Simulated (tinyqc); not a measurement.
Layer against dose: implant damage, amorphisation by cascade overlap, and solid-phase epitaxial regrowth. Computed by tinyqc, a small Python program. Command: `OMP_NUM_THREADS=1 python tinyqc.py 3113613 3113614 out.jsonl sper walk`. One thread of a shared host (Intel(R) Xeon(R) Processor @ 2.30GHz), about 0.01 s of CPU time with the checks.

Range and width of the damage are inputs. Dynamic annealing enters only through the surviving share f.

Inputs (values chosen for the exercise, modelled on antimony ions in germanium):

| quantity | value | unit |
|---|---|---|
| atomic density N | 44.2 | 1/nm^3 |
| ion Z1 | 51 | - |
| ion mass M1 | 121.8 | u |
| target Z2 | 32 | - |
| target mass M2 | 72.63 | u |
| ion energy E | 51 | keV |
| displacement energy E_d | 15 | eV |
| depth of the damage peak R_d | 17 | nm |
| width of the damage profile s_d | 8.9 | nm |
| share of defects that survive f | 0.65 | - |
| critical displaced share x_c | 0.16 | - |
| dose Q | 2.3e+15 | 1/cm^2 |

Constants: a_0 = 0.529177210903 angstrom; e^2/(4 pi eps_0) = 14.39964548 eV angstrom.

Method. Robinson partition: eps = E a M2/(Z1 Z2 (e^2/(4 pi eps_0)) (M1 + M2)), a = 0.8853 a_0/sqrt(Z1^(2/3) + Z2^(2/3)); k = 0.0793 Z1^(2/3) Z2^(1/2) (M1 + M2)^(3/2)/((Z1^(2/3) + Z2^(2/3))^(3/4) M1^(3/2) M2^(1/2)); damage energy T_d = E/(1 + k (eps + 0.40244 eps^(3/4) + 3.4008 eps^(1/6))); displacements nu = 0.8 T_d/(2 E_d). Displaced share x(z) = f nu Q exp(-(z - R_d)^2/(2 s_d^2))/(sqrt(2 pi) s_d N); the layer is amorphous where x > x_c, between R_d -/+ s_d sqrt(2 ln(x_max/x_c)), the upper edge being cut at the surface. Threshold dose Q_c = Q x_c/x_max.

threshold dose Q_c = 2.35460e+13 1/cm^2

displacements per ion nu = 1030.84

Dose series; the last column is f nu Q erfc((z2 - R_d)/(sqrt2 s_d))/2:

| Q (1/cm^2) | x_max | upper edge (nm) | lower edge (nm) | displaced atoms beyond z2 (1/cm^2) |
|---|---|---|---|---|
| 2.59e+13 | 0.1760 | 13.115 | 20.885 | 5.7481e+15 |
| 3.53e+13 | 0.2399 | 8.991 | 25.009 | 4.3540e+15 |
| 5.89e+13 | 0.4002 | 4.948 | 29.052 | 3.4667e+15 |
| 9.42e+13 | 0.6401 | 2.180 | 31.820 | 3.0256e+15 |
| 1.65e+14 | 1.1212 | 0.000 | 34.563 | 2.6788e+15 |
| 2.83e+14 | 1.9230 | 0.000 | 36.847 | 2.4410e+15 |
| 5.89e+14 | 4.0024 | 0.000 | 39.584 | 2.2031e+15 |
| 1.18e+15 | 8.0183 | 0.000 | 41.902 | 2.0330e+15 |

A dose 46 times larger moves the lower edge from 20.9 to 41.9 nm, as the root of a logarithm, and the damage beyond it falls by a factor 2.8, since the edge lies on an ever steeper tail. The layer reaches the surface at Q_c exp(R_d^2/(2 s_d^2)) = 1.46e14 per cm^2.

Extremes, crossings and ranges named in words are read from the listed rows.
